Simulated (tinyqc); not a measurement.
Frequency dispersion of an accumulation capacitance by border traps, distributed model: two steps of the calculation.

Traps spread evenly through the insulator exchange electrons with the semiconductor by tunnelling, with tau(x) = t0 exp(2 ka x) at depth x from the interface. The admittance per area Y seen at depth x obeys dY/dx = -Y^2/(i w eps0 eox) + q Nb ln(1 + i w tau)/tau, with Y(0) = i w Cs and w = 2 pi f; the gate sees Y(tox) = G + i w C. Working variable y = Y/(i w), in uF/cm^2. Cox = eps0 eox/tox.

Values chosen for this exercise; permittivity close to that of hafnium oxide:
```
symbol   value         unit                                               meaning
eox       18.9                             relative permittivity of the insulator
tox        4.1           nm                                   insulator thickness
Cs         3.2      uF/cm^2             semiconductor capacitance in accumulation
Nb      3.3e19  cm^-3 eV^-1                               density of border traps
ka         5.6         1/nm  decay constant of the wave function in the insulator
t0        4e-9            s              time constant of a trap at the interface
f          100           Hz                                             frequency
xe         1.6           nm               depth down to which the steps are taken
```

Constants: q = 1.602176634e-19 C, eps0 = 8.8541878128e-14 F/cm where lengths are in cm. Results are converted to the units shown.

Question 1. Scales and lumped estimate. Cox; trap-free value 1/(1/Cox + 1/Cs); response depth d = ln(1/(w t0))/(2 ka), where w tau = 1; lumped estimate: all traps within d act as C_bt = q Nb d placed at d/2, so C = 1/{1/[1/(1/Cs + d/(2 eps0 eox)) + C_bt] + (tox - d/2)/(eps0 eox)}.

Find: Cox; trap-free C; d; C_bt; lumped C.

Answer 1.

Cox = 4.082 uF/cm^2
trap-free C = 1.794 uF/cm^2
d = 1.151 nm
C_bt = 0.6087 uF/cm^2
lumped C = 2.012 uF/cm^2

The traps within reach amount to 0.190 Cs and lie in the first 28.1 % of the insulator.

Question 2. Midpoint steps through the active depth. In terms of y: dy/dx = -y^2/(eps0 eox) + s(x), s = q Nb ln(1 + z)/z, z = i w tau. 10 midpoint steps of h = xe/10: y_half = y + (h/2) y'(x, y), y(new) = y + h y'(x + h/2, y_half).

Wanted: x; s; y.

Answer 2.

```
point  x (nm)  s (uF/(cm^2 nm))   y (uF/cm^2)
0           0    0.5287+0.0000i  3.200+0.000i
1      0.1600    0.5287+0.0000i  3.187+0.000i
2      0.3200    0.5287+0.0000i  3.175+0.000i
3      0.4800    0.5287-0.0001i  3.164+0.000i
4      0.6400    0.5287-0.0009i  3.153+0.000i
5      0.8000    0.5287-0.0052i  3.143+0.000i
6      0.9600    0.5263-0.0308i  3.133-0.002i
7       1.120    0.4606-0.1513i  3.122-0.014i
8       1.280    0.1673-0.1837i  3.080-0.046i
9       1.440    0.0319-0.0674i  3.004-0.062i
10      1.600    0.0054-0.0174i  2.922-0.064i
```

Numbers from tinyqc (`OMP_NUM_THREADS=1 python tinyqc.py 2202095 2202096 out.jsonl`; about 0.3 s on one thread of a shared Intel Xeon 2.30GHz).
